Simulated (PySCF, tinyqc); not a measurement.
Inside a calculation. Method: RHF in the sto-3g basis, for H4, spin multiplicity 1. This run ends on a higher stationary point, not on the lowest solution. The lowest restricted solution is unstable here: a spin-polarised one lies 0.0020 hartree lower (PySCF). Computed by tinyqc, a small Python program that keeps every step (integrals from PySCF). Settings: charge = 0, multiplicity = 1, basis = sto-3g, energy threshold = 1e-08, iteration cap = 63, orthogonalisation = symmetric, start = highest core orbitals, DIIS depth = 6, method = RHF. Command: `OMP_NUM_THREADS=1 python tinyqc.py 22031 22032 out.jsonl` (the two numbers bound the seeds that draw the settings). One thread of a shared host (Intel(R) Xeon(R) Processor @ 2.60GHz), about 0.04 s of CPU time with the checks.

Geometry (angstrom):
```
atom        x        y        z
H     0.00000  0.00000  0.00000
H     0.00000  0.00000  1.17300
H     0.00000  2.16600  0.00000
H     0.00000  2.16600  1.17300
```

Stop when the energy changes by less than 1e-08 hartree and every element of the error matrix X^T (F D S - S D F) X is below 3e-05.

Course of the cycle:
```
iteration  E (hartree)     change  largest element of the error matrix
1           -0.3509472          -                             5.54e-16
2           -1.2218472  -8.71e-01                             2.58e-15
3           -1.2218472   4.44e-16                             2.94e-15
```

Can the last value be used, and what does the course show?

No, though the log alone does not show it. Converged in 3 iterations. But the solution lies 0.79313 hartree above the reference: it is another stationary point, not the lowest restricted one. Reruns (cap 100 unless said): DIIS 8: converged in 3 to a higher stationary point; damping 0.5: converged in 30; level shift 0.5: converged in 2 to a higher stationary point; atomic densities as start, DIIS 8: converged in 3. PySCF RHF in the same basis = -2.0149805 hartree.
